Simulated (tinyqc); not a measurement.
# Six-transistor SRAM cell, nodal equations and margins: effects of single changes

Two cross-coupled inverters (pull-down bn, pull-up bp) hold the nodes Q and QB; access transistors (ba, threshold VTn, gate on the word line at Vdd when selected) join them to the bit lines. Transistor (EKV form, voltages against the body): I = 2 n b Vt^2 [F(vp - Vs) - F(vp - Vd)] from drain to source, F(v) = ln^2(1 + exp(v/(2 Vt))), vp = (Vg - VT + sg |Vd - Vs|)/n. n-channel bodies are at 0; for the p-channel device all voltages are counted down from Vdd. b in uA/V^2 gives I in uA. For an access transistor the bit line is the drain and the node the source. In a read both bit lines are at Vdd. The cell is symmetric (no mismatch).

Parameters, values chosen for the exercise:
- T = 273 K (temperature)
- Vdd = 0.6 V (supply voltage)
- n = 1.13 (slope factor)
- sg = 0.052 (drain-induced barrier lowering)
- VTn = 0.39 V (n-channel threshold)
- VTp = 0.38 V (p-channel threshold (magnitude))
- bn = 480 uA/V^2 (gain factor of the pull-down transistor)
- ba = 480 uA/V^2 (gain factor of the access transistor)
- bp = 140 uA/V^2 (gain factor of the pull-up transistor)

Constants: q = 1.602176634e-19 C, kB = 1.380649e-23 J/K, Vt = kB T/q. Results are converted to the units shown.

Each table varies one quantity; the others keep the values above.

## Effect of the gain factor of the pull-up transistor

f(x) is the node voltage of one half-cell for input x: In = Ip in hold, In = Ip + Ia in a read. Static noise margin: side of the largest square between the curve (x, f(x)) and its mirror image (f(y), y); with h(c) the root x of f(x) - x = c, it is the maximum over c > 0 of h(c) - h(-c) + c. Q is the low node in a read and Iread the current of its access transistor. The write trip is the voltage to which the bit line of the high node must fall (the other staying at Vdd) for that state to vanish; higher is easier, and a negative value means that a grounded bit line does not write.

Result of one run:
```
bp (uA/V^2)  hold margin (mV)  read margin (mV)  Q in a read (mV)  Iread (uA)  write trip (mV)
230                     257.3             126.1             68.67       5.615            142.7
```

What becomes of these results when the gain factor of the pull-up transistor bp is changed from 230 to 480 uA/V^2, all else the same?

Result of the changed run:
```
bp (uA/V^2)  hold margin (mV)  read margin (mV)  Q in a read (mV)  Iread (uA)  write trip (mV)
480                     257.5             132.4             68.67       5.615            106.5
```

The whole series:
```
bp (uA/V^2)  hold margin (mV)  read margin (mV)  Q in a read (mV)  Iread (uA)  write trip (mV)
80                      252.2             116.8             68.67       5.615            183.3
110                     254.3             119.6             68.67       5.615            172.1
160                     256.2             122.9             68.67       5.615            157.9
230                     257.3             126.1             68.67       5.615            142.7
340                     257.7             129.4             68.67       5.615            124.6
480                     257.5             132.4             68.67       5.615            106.5
```

As bp goes from 80 to 480 uA/V^2, the read margin rises from 117 to 132 mV, the write trip falls from 183 to 106 mV and Iread stays near 5.61 uA. The read margin is 0.46 of the hold margin in the first row and 0.51 in the last. Read stability and write ability pull in opposite directions.

## Effect of the drain-induced barrier lowering

Same model as above.

Effect of the drain-induced barrier lowering:
```
sg    hold margin (mV)  read margin (mV)  Q in a read (mV)  Iread (uA)  write trip (mV)
0.02             265.2             132.0             61.31       5.069            150.2
0.05             256.2             122.4             68.21       5.580            162.3
0.08             247.1             112.7             75.08       6.094            173.7
0.11             238.0             103.1             81.88       6.611            184.2
0.14             228.8             93.49             88.55       7.133            194.0
0.17             219.5             83.87             95.07       7.661            203.0
```

What does the comparison show?

As sg goes from 0.02 to 0.17, the read margin falls from 132 to 83.9 mV, the write trip rises from 150 to 203 mV and Iread rises from 5.07 to 7.66 uA. The read margin is 0.50 of the hold margin in the first row and 0.38 in the last. Read stability and write ability pull in opposite directions. For sg = 0.14 to 0.17 the read margin is under 100 mV, which threshold mismatch, left out here, can use up in a large array.

tinyqc, about 0.1 s, one thread, Intel Xeon 2.30GHz (shared host): `OMP_NUM_THREADS=1 python tinyqc.py 2340029 2340030 out.jsonl`
